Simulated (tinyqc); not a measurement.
# Inputs raised by 10 %, one at a time

Model: trap-assisted generation and recombination current of an abrupt junction. Computed by tinyqc, a small Python program. Command: `OMP_NUM_THREADS=1 python tinyqc.py 3008080 3008081 out.jsonl junctionleak sens`. One thread of a shared host (Intel(R) Xeon(R) Processor @ 2.30GHz), about 0.05 s of CPU time with the checks.

Depletion approximation, flat quasi-Fermi levels across the depleted layer, long neutral regions with minority lifetimes tau_n and tau_p, full ionisation and Boltzmann statistics. Voltages in exponents stand for e V.

Inputs (values chosen for the exercise, for a model semiconductor):
```
quantity,value,unit
gap E_g,1.32,eV
electron mass m_e,0.0862,m_0
valleys M_c,1,-
hole mass m_h,0.613,m_0
dielectric constant eps,10.8,-
acceptor density N_A,1.9e+16,cm^-3
donor density N_D,3.2e+18,cm^-3
capture time tau_n,1.7e-06,s
capture time tau_p,2.2e-05,s
trap level E_t - E_i,0,eV
electron diffusion coefficient D_n,9.5,cm^2/s
hole diffusion coefficient D_p,11,cm^2/s
forward bias V,0.36,V
reverse bias V_r,0.76,V
temperature T,400,K
tunnelling mass m_t,0.21,m_0
```

Field enhancement: Hurkx tunnelling factor.

Constants: k_B = 8.617333262e-05 eV/K; m_0 = 9.1093837015e-31 kg; k_B = 1.380649e-23 J/K; h = 6.62607015e-34 J s; e = 1.602176634e-19 C; eps_0 = 8.8541878128e-12 F/m; hbar = 1.054571817e-34 J s.

Method:
- N_c = 2 M_c (2 pi m_e k_B T/h^2)^(3/2) and N_v = 2 (2 pi m_h k_B T/h^2)^(3/2), masses in units of m_0.
- n_i = sqrt(N_c N_v) exp(-E_g/2 k_B T); V_bi = (k_B T/e) ln(N_A N_D/n_i^2); diffusion saturation current J_d0 = e n_i^2 [sqrt(D_n/tau_n)/N_A + sqrt(D_p/tau_p)/N_D].
- W = sqrt(2 eps eps_0 (V_bi - V)(1/N_A + 1/N_D)/e), x_p = W N_D/(N_A + N_D), x_n = W - x_p, peak field F_m = 2 (V_bi - V)/W; reverse bias means V = -V_r.
- Both capture times are divided by 1 + Gamma, Gamma = 2 sqrt(3 pi) (F/F_G) exp((F/F_G)^2), F_G = sqrt(24 m_t (k_B T)^3)/(e hbar) (the low-field Hurkx form), F being the local field, linear in x from 0 at the edges to F_m.
- Potential from the p edge: phi = (V_bi - V) x^2/(x_p W) on the p side and (V_bi - V)[1 - (W - x)^2/(x_n W)] on the n side; p = N_A exp(-phi/k_B T), n = n_i^2 exp(V/k_B T)/p; U = (n p - n_i^2)/[tau_p (n + n_i exp(dE/k_B T)) + tau_n (p + n_i exp(-dE/k_B T))], dE = E_t - E_i, n1 = n_i exp(dE/k_B T), p1 = n_i exp(-dE/k_B T); J_t = e int U dx by the trapezoid rule on 400 intervals on each side.
- Generation lifetime tau_g = tau_p exp(dE/k_B T) + tau_n exp(-dE/k_B T); textbook estimate e n_i W/tau_g; generation current J_g = -J_t; total = J_g + J_d0 (1 - exp(-V_r/k_B T)).
- Total J = J_t + J_d0 (exp(V/k_B T) - 1); ideality n = (e/k_B T) dV/d ln J, central difference of 1 mV.

Runs:
```
input moved,from,to,total reverse current (A/cm^2),generation current (A/cm^2),ideality factor,peak field F_m (V/cm)
base run,-,-,3.163e-09,3.155e-09,1.239,1.092e+05
acceptor density N_A (cm^-3),1.9e+16,2.09e+16,3.081e-09,3.073e-09,1.250,1.146e+05
donor density N_D (cm^-3),3.2e+18,3.52e+18,3.163e-09,3.155e-09,1.239,1.093e+05
capture time tau_n (s),1.7e-06,1.87e-06,3.127e-09,3.119e-09,1.239,1.092e+05
capture time tau_p (s),2.2e-05,2.42e-05,2.907e-09,2.899e-09,1.231,1.092e+05
reverse bias V_r (V),0.76,0.836,3.409e-09,3.401e-09,1.239,1.114e+05
forward bias V (V),0.36,0.396,3.163e-09,3.155e-09,1.163,1.092e+05
temperature T (K),400,440,2.031e-08,1.994e-08,1.078,1.083e+05
```

Exponents ln(y'/y) / ln(x'/x):
```
input,total reverse current,generation current,ideality factor,peak field F_m
acceptor density N_A,-0.277,-0.275,0.092,0.506
donor density N_D,0.000,0.000,0.000,0.012
capture time tau_n,-0.119,-0.118,-0.001,0.000
capture time tau_p,-0.885,-0.888,-0.069,0.000
reverse bias V_r,0.786,0.788,0.000,0.208
forward bias V,0.000,0.000,-0.667,0.000
temperature T,19.511,19.348,-1.459,-0.086
```

Among the inputs moved here: total reverse current answers most in size to temperature T (exponent +19.511), next to capture time tau_p (-0.885); its exponent is below 0.0005 for donor density N_D, forward bias V. generation current answers most in size to temperature T (exponent +19.348), next to capture time tau_p (-0.888); its exponent is below 0.0005 for donor density N_D, forward bias V. ideality factor answers most in size to temperature T (exponent -1.459), next to forward bias V (-0.667); its exponent is below 0.0005 for donor density N_D, reverse bias V_r. Peak field F_m answers most in size to acceptor density N_A (exponent +0.506), next to reverse bias V_r (+0.208); its exponent is below 0.0005 for capture time tau_n, capture time tau_p, forward bias V.

Caution (all rows): one side is doped near or above its effective density of states, so Boltzmann statistics understate V_bi.

Extremes, crossings and ranges named in words are read from the listed rows.
